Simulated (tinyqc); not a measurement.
Off-state leakage of single and stacked transistors: two steps of the calculation.

n-channel devices of unit width. Subthreshold current I(Vg, Vs, Vd) = I0 (T/300 K)^0.5 exp[(Vg - Vs - VT(T) - gb (Vs - Vb) + dd (Vd - Vs))/(nf Vt)] (1 - exp(-(Vd - Vs)/Vt)), VT(T) = VT - cT (T - 300 K). Gate-edge tunnelling Ig (Vd/1 V) exp(ag (Vd - 1 V)), for a gate at 0 V, and band-to-band leakage Ab u exp(-Bb/u), u = Vd - Vb + 1 V, flow at a drain held at V; both are taken as independent of T. In a stack of off transistors (all gates at 0 V) the same subthreshold current passes through each.

Parameters, values chosen for the exercise; values of the order met in bulk silicon logic transistors:
```
symbol,value,unit,meaning
T,300,K,temperature
V,0.7,V,supply voltage
VT,0.32,V,"threshold at 300 K, zero drain and body bias"
cT,0.9,mV/K,fall of the threshold with temperature
I0,0.57,uA/um,current at threshold at 300 K
nf,1.37,,slope factor
dd,0.15,,drain-induced lowering per volt
gb,0.18,,rise of the threshold per volt of source-body bias
Ig,2e-6,uA/um,gate-edge tunnelling current at 1 V
ag,3.6,1/V,exponential slope of the gate current
Ab,100,uA/(um V),prefactor of band-to-band leakage at the drain
Bb,28,V,its exponential voltage
Vb,0,V,body voltage
```

Constants: q = 1.602176634e-19 C, kB = 1.380649e-23 J/K, Vt = kB T/q. Results are converted to the units shown.

Problem 1. Leakage of one transistor. Vg = Vs = 0, Vd = V; effective threshold VT(T) - gb Vb - dd V.

Wanted: effective threshold; parts; total; shares.

Solution 1.

effective threshold = 0.21500 V
parts (nA/um): subthreshold 1.3167, gate edge 4.7543e-4, band-to-band 0.011950
total = 1.3291 nA/um
shares (%): subthreshold 99.065, gate edge 0.035770, band-to-band 0.89906

The subthreshold part is the largest.

Problem 2. New Vx. Stack of two, Vx the node between them: I_low = I(0, 0, Vx), I_up = I(0, Vx, V), f = ln(I_up/I_low), f' = -(1 + gb + 2 dd)/(nf Vt) - 1/(Vt (exp(Vx/Vt) - 1)) - 1/(Vt (exp((V - Vx)/Vt) - 1)), Vx(new) = Vx - f/f'.

Vx at the start = 0.071 V

Give: I_low; I_up; f; f'; Vx after iteration 1.

Solution 2.

I_low = 0.08585 nA/um
I_up = 0.09153 nA/um
f = 0.06405
f' = -44.44 1/V
Vx after iteration 1 = 0.07244 V

Program tinyqc, `OMP_NUM_THREADS=1 python tinyqc.py 2242262 2242263 out.jsonl`; Intel Xeon 2.30GHz, shared host, one thread, about 0.03 s.
